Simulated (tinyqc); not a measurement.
Stretching all distances: RHF, UHF, MP2, CISD and CCSD against full CI in the sto-6g basis, for H4, spin multiplicity 1. Computed by the program tinyqc with PySCF. All coordinates are multiplied by the scale. c0^2 is the weight of the RHF determinant in the lowest singlet FCI state (UHF is spin-contaminated and may lie near states of higher spin) and n(LUMO) the first natural occupation beyond the occupied space.

Geometry (angstrom):
```
atom       x       y       z
H     0.0000  0.0000  0.0000
H     0.0000  0.0000  0.8190
H     0.0000  0.0000  1.7530
H     0.0000  0.0000  2.5720
```

Full CI energy (hartree) and errors against it (kcal/mol):
```
scale   distance 1-2 (angstrom)     E(FCI)       RHF      UHF      MP2     CISD     CCSD  <S^2> UHF    c0^2  n(LUMO)
0.9600                   0.7862  -2.214021   27.9035  27.9035   9.4749   0.2797   0.0129     0.0000  0.9708   0.0449
1.1400                   0.9337  -2.210613   37.4727  37.4727  14.1823   0.6925   0.0371     0.0000  0.9512   0.0716
1.4900                   1.2203  -2.112159   65.2366  56.0433  28.7628   3.2089   0.1443     0.5986  0.8810   0.1605
1.6600                   1.3595  -2.058591   84.0455  52.6762  38.9206   6.0253   0.1841     1.0163  0.8270   0.2254
1.8400                   1.5070  -2.008980  107.8771  43.5902  51.6835  10.7445   0.1104     1.3524  0.7564   0.3084
2.0200                   1.6544  -1.969535  135.0959  32.8198  65.6865  17.4314  -0.2464     1.5907  0.6772   0.4009
2.1900                   1.7936  -1.941770  162.7958  23.5365  78.8231  25.2047  -1.0222     1.7412  0.6019   0.4902
2.3700                   1.9410  -1.921045  192.7672  15.7493  91.1286  32.0843  -2.4062     1.8434  0.5286   0.5802
```

Estimate the missing row, scale = 1.31.

Computed row:
```
scale   distance 1-2 (angstrom)     E(FCI)      RHF      UHF      MP2    CISD    CCSD  <S^2> UHF    c0^2  n(LUMO)
1.3100                   1.0729  -2.169152  49.2499  49.2499  20.2533  1.5154  0.0811     0.0000  0.9234   0.1077
```

UHF parts from RHF first at scale 1.49 of those listed, where <S^2> leaves zero. The weight c0^2 goes from 0.97 to 0.53 and n(LUMO) from 0.04 to 0.58: static correlation grows as the bonds break into open-shell fragments. The spread of the error along the curve, which distorts its shape, is CCSD 2.6, CISD 31.8, UHF 40.3, MP2 81.7, RHF 164.9 kcal/mol. Below FCI somewhere: CCSD, as non-variational methods may be.
